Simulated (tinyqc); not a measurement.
Frequency dispersion of an accumulation capacitance by border traps, distributed model: one step of the calculation.

Traps spread evenly through the insulator exchange electrons with the semiconductor by tunnelling, with tau(x) = t0 exp(2 ka x) at depth x from the interface. The admittance per area Y seen at depth x obeys dY/dx = -Y^2/(i w eps0 eox) + q Nb ln(1 + i w tau)/tau, with Y(0) = i w Cs and w = 2 pi f; the gate sees Y(tox) = G + i w C. Working variable y = Y/(i w), in uF/cm^2. Cox = eps0 eox/tox.

Question. Scales and lumped estimate. Cox; trap-free value 1/(1/Cox + 1/Cs); response depth d = ln(1/(w t0))/(2 ka), where w tau = 1; lumped estimate: all traps within d act as C_bt = q Nb d placed at d/2, so C = 1/{1/[1/(1/Cs + d/(2 eps0 eox)) + C_bt] + (tox - d/2)/(eps0 eox)}.

Inputs (values chosen for the exercise); permittivity close to that of silicon dioxide: relative permittivity of the insulator eox = 3.85; insulator thickness tox = 8.2 nm; semiconductor capacitance in accumulation Cs = 6.7 uF/cm^2; density of border traps Nb = 1.2e19 cm^-3 eV^-1; decay constant of the wave function in the insulator ka = 3.8 1/nm; time constant of a trap at the interface t0 = 7e-9 s; frequency f = 1e5 Hz.

Constants: q = 1.602176634e-19 C, eps0 = 8.8541878128e-14 F/cm where lengths are in cm. Results are converted to the units shown.

Find: Cox; trap-free C; d; C_bt; lumped C.

Answer.

Cox = 0.4157 uF/cm^2
trap-free C = 0.3914 uF/cm^2
d = 0.7140 nm
C_bt = 0.1373 uF/cm^2
lumped C = 0.3927 uF/cm^2

The traps within reach amount to 0.0205 Cs and lie in the first 8.71 % of the insulator.

Computed by the program tinyqc: `OMP_NUM_THREADS=1 python tinyqc.py 2202023 2202024 out.jsonl`, one thread of a shared Intel Xeon 2.30GHz, about 0.7 s for the whole run.
